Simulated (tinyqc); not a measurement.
What moves the results: strained quantum well: band edges, subbands and transparency. A value that a table varies takes the place of the one given here.

Growth on (001), barriers unstrained: tr(e) = e (2 - nu2), Z = b e (1 + nu2); Ec = Ev + Eg + ac tr(e), E_HH = Ev + av tr(e) + Z, E_LH = Ev + av tr(e) - Z (coupling to the split-off band left out).

Masses along z: me, 1/(g1 - 2 g2) for HH, 1/(g1 + 2 g2) for LH, likewise in the barrier; in the plane me, 1/(g1 + g2) for HH and 1/(g1 - g2) for LH (no mixing, which understates the hole masses away from k = 0). Level n solves k L + 2 atan[(k/m)/(kappa/mb)] = n pi, k = sqrt(m E/c), kappa = sqrt(mb (V - E)/c), c = hbar^2/2m0.

Transparency (Bernard-Duraffourg): Fc - Fv equals the lowest transition energy with n = p, n = sum m/(2 pi c) kB T ln(1 + exp((Fc - E)/kB T)) and p likewise over the listed subbands; c = hbar^2/2m0, 1/angstrom^2 = 1e16/cm^2.

Constants: hbar^2/2m0 = 3.80998211 eV angstrom^2; kB = 8.617333262e-05 eV/K; hc = 1239.841984 eV nm.

Parameters, chosen for this exercise (near those of an InGaAs/InP well; not measured data):
- nu2 = 1.026 (2 C12/C11)
- Eg = 0.555 eV (unstrained gap of the well)
- Ev = -0.573 eV (its valence edge)
- ac = -5.71 eV
- av = 1.05 eV (Ev moves by av tr(e))
- b = -1.86 eV (shear potential)
- Egb = 1.35 eV (gap of the barrier)
- Evb = -0.94 eV (its valence edge)
- L = 58 angstrom (well width)
- me = 0.0364 m0 (electron mass)
- g1 = 16.09 (gamma1)
- g2 = 6.57 (gamma2)
- meb = 0.08 m0
- g1b = 5.08
- g2b = 1.6
- T = 350 K (temperature)
- es = (-0.02, -0.014, -0.008, -0.003, 0, 0.003, 0.007, 0.012) (strains)
- e = -0.0112 (strain in the plane)
- Ls = (25, 35, 50, 65, 85, 110, 150) angstrom (widths)

## Strain as a design knob

Only the strain is changed; the unstrained gap and the masses are kept.

Results:
```
e (%)  wavelength (nm)  top hole  hh1 - lh1 (meV)  n_tr (1e12/cm^2)  share in top
-2.0              1722       hh1              199             0.374          0.87
-1.4              1754       hh1              158             0.377          0.86
-0.8              1788       hh1              116             0.385          0.82
-0.3              1818       hh1               81             0.405          0.73
0.0               1837       hh1               60             0.430          0.64
0.3               1856       hh1               39             0.472          0.52
0.7               1882       hh1               11             0.562          0.34
1.2               1993       lh1              -25             0.564          0.81
```

n_tr is largest at e = +1.2 % (0.56), where hh1 - lh1 = -25 meV and the top subband holds 81 % of the holes, and smallest, 0.37, at -2.0 and -1.4 %. The top hole level turns from hh to lh, and the light from TE to TM, between +0.7 and +1.2 %. The wavelength runs from 1722 to 1993 nm.

## Width of the well

All levels anew.

Results:
```
L (angstrom)  wavelength (nm)  top hole  hh1 - lh1 (meV)  n_tr (1e12/cm^2)  share in top  n_tr/L (1e18/cm^3)
25                       1436       hh1              170             0.352          0.99                1.41
35                       1574       hh1              160             0.354          0.97                1.01
50                       1716       hh1              145             0.368          0.90                0.74
65                       1809       hh1              133             0.390          0.79                0.60
85                       1890       hh1              122             0.423          0.67                0.50
110                      1953       hh1              112             0.468          0.55                0.43
150                      2011       hh1              103             0.549          0.43                0.37
```

The wavelength tunes by 574 nm. The sheet density at transparency changes from 0.35 to 0.55, the top hole subband holding 0.99 and 0.43 of the holes at the ends, while the volume density falls by a factor 3.8. Critical thickness and carrier escape are left out.

## What each parameter does

Edge wavelength, hh1 - lh1 and n_tr. Each row changes one parameter from the base and keeps the others.

Results:
```
case             wavelength (nm)  hh1 - lh1 (meV)  n_tr (1e12/cm^2)
base                      1770.0            138.3             0.379
L = 68 angstrom           1823.7            131.2             0.395
e = -0.0132               1758.8            152.2             0.377
Eg = 0.535 eV             1816.3            138.3             0.379
b = -2.14 eV              1786.0            150.2             0.377
ac = -5.14 eV             1784.1            138.3             0.379
me = 0.04 m0              1775.4            138.3             0.399
g1 = 17.06                1759.8            134.7             0.364
T = 390 K                 1770.0            138.3             0.432
```

The largest shifts from the base row, up to three for each result and ties (the steps differ in size, so this ranks the rows, not the parameters). wavelength (nm): L +53.8, Eg +46.3, b +16.0; unchanged at the printed digits by T. hh1 - lh1 (meV): e +13.9, b +11.9, L -7.1; unchanged at the printed digits by Eg, ac, me and T. n_tr (1e12/cm^2): T +0.053, me +0.020, L +0.016; unchanged at the printed digits by Eg and ac.

Program tinyqc; command `OMP_NUM_THREADS=1 python tinyqc.py 1250781 1250782 out.jsonl`; about 0.01 s on one thread of a shared Intel(R) Xeon(R) Processor @ 2.30GHz.
